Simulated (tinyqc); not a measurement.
From results back to parameters: Slater-Koster d bands of a bcc metal. Four cases, with inputs chosen for the exercise.

Problem. In a bcc d band E(t2g) = +/-((8/3) dds + (16/9) ddp + (32/9) ddd) + f2 (4 ddp + 2 ddd) and E(eg) = +/-((16/3) ddp + (8/3) ddd) + f2 (3 dds + 3 ddd), with + at Gamma and - at H = (1,0,0). ddd is given; the four levels come from hidden dds, ddp and f2.

Find: f2; dds, ddp.

Method. Half differences between Gamma and H give the first-neighbour parts and half sums the second. The eg half difference gives ddp and the t2g one dds. Since 4 ddp + 2 ddd is 3/4 of (16/3) ddp + (8/3) ddd, f2 is 4/3 of the ratio of the t2g half sum to the eg half difference; the eg half sum then serves as a check. Without ddd these four levels would not fix the three integrals.

Case 1.

Values chosen (out of a larger set: of the size met in W; not measured data): ddd = -0.163 eV (dd delta).

levels (eV): t2g Gamma -2.48521, eg Gamma 0.32561, t2g H 4.48191, eg H -5.14106

Solution.

f2 = 0.487

dds, ddp (eV): -1.485  0.594

Case 2.

Values chosen (out of a larger set: of the size met in Nb; not measured data): ddd = -0.152 eV (dd delta).

levels (eV): t2g Gamma -0.96109, eg Gamma 1.44163, t2g H 4.08069, eg H -6.12103

Solution.

f2 = 0.550

dds, ddp (eV): -1.266  0.785

Case 3.

Values chosen (out of a larger set: of the size met in Mo; not measured data): ddd = -0.125 eV (dd delta).

levels (eV): t2g Gamma -1.82422, eg Gamma 0.17445, t2g H 4.35178, eg H -5.53755

Solution.

f2 = 0.590

dds, ddp (eV): -1.390  0.598

Case 4.

Values chosen (out of a larger set: of the size met in Mo; not measured data): ddd = -0.209 eV (dd delta).

levels (eV): t2g Gamma -2.07157, eg Gamma 0.42054, t2g H 3.91243, eg H -4.61946

Solution.

f2 = 0.487

dds, ddp (eV): -1.228  0.577

Computed by tinyqc, one run a case: `OMP_NUM_THREADS=1 python tinyqc.py N N+1 out.jsonl` with N = 1450404, 1450408, 1450437, 1450524; one thread of a shared Intel(R) Xeon(R) Processor @ 2.30GHz, about 0.06 s a run at most.
